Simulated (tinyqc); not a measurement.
Short-channel transistor, virtual-source model with series resistance: effect of the temperature on the on and off currents.

The current per gate width is the charge at the top of the source barrier (the virtual source) times its velocity times a saturation function; al and be are fitting constants of the model. Units: I in uA/um, Rs in ohm um, so I Rs = 1e-6 I Rs in volts; Q in uC/cm^2, so I = 1e-4 Q vx0 Fsat with vx0 in cm/s.

Intrinsic voltages Vg' = Vgs - I Rs, Vd' = Vds - 2 I Rs. n = n0 + nd Vd', VT = VT0 - dl Vd', Ff = 1/(1 + exp((Vg' - VT + al Vt/2)/(al Vt))), Q = Cinv n Vt ln(1 + exp((Vg' - VT + al Vt Ff)/(n Vt))), Vdsat = (vx0 L/mu)(1 - Ff) + Vt Ff, Fsat = u/(1 + u^be)^(1/be) with u = Vd'/Vdsat, and I = Q vx0 Fsat per width. I is solved self-consistently. Ion is I at Vgs = Vds = 0.75 V, Ioff at Vgs = 0, Vds = 0.75 V, and Rlin = Vds/I at Vgs = 0.75 V, Vds = 0.05 V. mu, vx0, VT0, dl and n0 are held fixed.

Parameters, values chosen for the exercise:
```
symbol   value        unit                                                         meaning
Cinv      2.84     uF/cm^2                                           inversion capacitance
vx0     1.98e7        cm/s                                  velocity at the virtual source
mu         170  cm^2/(V s)                                               apparent mobility
L           20          nm                                                  channel length
VT0      0.362           V                                 threshold at zero drain voltage
dl       0.156         V/V                                  drain-induced barrier lowering
n0        1.28                                                         subthreshold factor
nd           0         1/V                                  growth of n with drain voltage
al         3.5              threshold shift (in units of Vt) from weak to strong inversion
be         1.8                                                     sharpness of saturation
Rs         150      ohm um                               series resistance of each contact
```

Constants: q = 1.602176634e-19 C, kB = 1.380649e-23 J/K, Vt = kB T/q. Results are converted to the units shown.

Result of one run:
```
T (K),Ion (uA/um),Ioff (nA/um),log10(Ion/Ioff),Rlin (ohm um)
260,1232.2,399.87,3.4888,411.11
```

What becomes of these results when the temperature T is changed from 260 to 350 K, all else the same?

Result of the changed run:
```
T (K),Ion (uA/um),Ioff (nA/um),log10(Ion/Ioff),Rlin (ohm um)
350,1243.7,3878.7,2.5060,409.54
```

The whole series:
```
T (K),Ion (uA/um),Ioff (nA/um),log10(Ion/Ioff),Rlin (ohm um)
200,1227.8,26.577,4.6646,411.61
230,1229.6,123.53,3.9980,411.41
260,1232.2,399.87,3.4888,411.11
290,1235.4,1006.7,3.0889,410.70
320,1239.3,2113.8,2.7681,410.17
350,1243.7,3878.7,2.5060,409.54
380,1248.7,6423.6,2.2887,408.81
410,1254.1,9825.1,2.1060,408.01
```

As T goes from 200 to 410 K, Ion rises from 1230 to 1250 uA/um, Ioff rises from 26.6 to 9830 nA/um and Rlin falls from 412 to 408 ohm um. Ion changes by a factor of 1.02 and Ioff by 370. For T = 290 to 410 K the off current passes 1 uA/um, so the device is hardly off at Vgs = 0.

Program tinyqc, `OMP_NUM_THREADS=1 python tinyqc.py 2380153 2380154 out.jsonl`; Intel Xeon 2.30GHz, shared host, one thread, about 0.02 s.
